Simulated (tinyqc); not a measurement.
Worked calculation: five-level k.p model folded onto the conduction band. Values are carried at full precision from step to step, so a last printed digit may differ when a step is redone from the rounded ones.

Second-order sums for the lowest conduction level at E: 1/m = 1 + Cm + (Ep/3)(2/E + 1/(E + Dso)) - (Ep2/3)(2/(E7 + D2 - E) + 1/(E7 - E)); g/2 = 1 + Cg - (Ep/3)(1/E - 1/(E + Dso)) - (Ep2/3)(1/(E7 - E) - 1/(E7 + D2 - E)). E is counted from the top of the valence band; E = Eg at the edge.

Constants: hbar^2/2m0 = 3.80998211 eV angstrom^2.

Parameters, chosen for this exercise (near those of InAs; not measured data):
```
symbol  value  unit        meaning
Eg      0.421  eV          gap at Gamma to the s-like level
Dso     0.39   eV          spin-orbit splitting
Ep      21.7   eV          Kane energy
E7      4.45   eV          upper Gamma7 conduction level, from the valence top
D2      0.15   eV          its spin-orbit splitting, Gamma8 above Gamma7
Ep2     6.2    eV          Kane energy to the upper levels
Cm      -1.4               remote term in 1/m
Cg      -0.02              remote term in g/2
k       0.021  1/angstrom  wave vector along z
```

## Mass and g factor term by term

Evaluate at E = Eg.

Terms:
```
level           part of 1/m  part of g
free + remote       -0.4000     1.9600
Gamma8 valence      34.3626   -34.3626
Gamma7 valence       8.9190    17.8381
Gamma8 upper        -0.9891     0.9891
Gamma7 upper        -0.5129    -1.0259
```

m = 0.0242 m0
g = -14.601

The valence levels give 43.28 to 1/m and the upper levels take 1.50 away. In g the two valence terms nearly cancel when Dso is small against Eg; here Dso/Eg = 0.93 and they leave -16.525, the upper pair -0.037.

## The matrix at one k

For k along z and one spin sector the level c couples to four states. With c0 = hbar^2/2m0, P = sqrt(Ep c0), P2 = sqrt(Ep2 c0): diagonal Eg + (1 + Cm) c0 k^2 for c, and 0, -Dso, E7 + D2, E7 for lh, so, G8 up, G7 up (their own dispersion is left out); couplings of c: sqrt(2/3) P k to lh, sqrt(1/3) P k to so, sqrt(2/3) P2 k to G8 up, sqrt(1/3) P2 k to G7 up (phases chosen real).

Fill in the matrix.

H (eV), rows c, lh, so, G8 up, G7 up and columns alike:
$$\begin{pmatrix}
0.42033 & 0.15591 & 0.11024 & 0.08334 & 0.05893 \\
0.15591 & 0 & 0 & 0 & 0 \\
0.11024 & 0 & -0.39000 & 0 & 0 \\
0.08334 & 0 & 0 & 4.60000 & 0 \\
0.05893 & 0 & 0 & 0 & 4.45000
\end{pmatrix}$$

## Exact folding onto c

Solve E = H_cc + S(E), S(E) = sum_j H_cj^2/(E - H_jj), from E = H_cc, by plain substitution and by Newton steps on E - H_cc - S(E). The weight of c in the state is Z = 1/(1 - dS/dE). The exact level is the third eigenvalue of H from below.

Iterates (eV):
```
step  substitution   Newton
0          0.42033  0.42033
1          0.49063  0.48111
2          0.48110  0.48212
3          0.48224  0.48212
4          0.48210  0.48212
5          0.48212  0.48212
6          0.48212  0.48212
7          0.48212  0.48212
```

exact level = 0.48212 eV
Z = 0.8919

Substitution multiplies the error by about dS/dE = 1 - 1/Z = -0.121 a step, so it alternates; after 7 steps it is off by 2.7e-08 eV, while Newton is within 1e-5 eV from step 2 on.

## Loewdin series

Expanding E = H_cc + S(E) about Eg in powers of k^2, with s_n = sum_j H_cj^2/(Eg - H_jj)^n: order k^2: e2 = (1 + Cm) c0 k^2 + s1; order k^4: e4 = -s2 e2; order k^6: e6 = s3 e2^2 + s2^2 e2.

Give each order and the partial sums, counted from Eg.

s1 (eV), s2 (no unit), s3 (1/eV); (1 + Cm) c0 k^2 is H_cc - Eg: [0.07020, 0.15623, 0.34839]

e2, e4, e6 (eV): [0.06953, -0.01086, 0.00338]

partial sums (eV): [0.06953, 0.05866, 0.06205]

The exact value is 0.06112 eV; the errors of the partial sums are +8.41, -2.45 and +0.93 meV.

## Checks

- Curvature of the exact level at small k against the sum for 1/m: 41.379 against 41.380.

(tinyqc, `OMP_NUM_THREADS=1 python tinyqc.py 1050359 1050360 out.jsonl`, Intel(R) Xeon(R) Processor @ 2.30GHz, 1 thread, shared host, about 0.01 s.)
